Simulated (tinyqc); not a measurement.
RKS/LDA (VWN5) in the 6-31g basis, for H3+, spin multiplicity 1, step by step. One step of it, computed by the program tinyqc.

Task: Iteration 2: DIIS coefficients. Solve [B -1; -1 0][c; lambda] = [0; -1] for the coefficients, which sum to one.

B (overlaps of the stored error matrices):
```
                1               2
1   3.2483361e-01  -1.7212782e-02
2  -1.7212782e-02   2.8312100e-03
```

Give: DIIS coefficients.

Result:

DIIS coefficients: 0.0554  0.9446
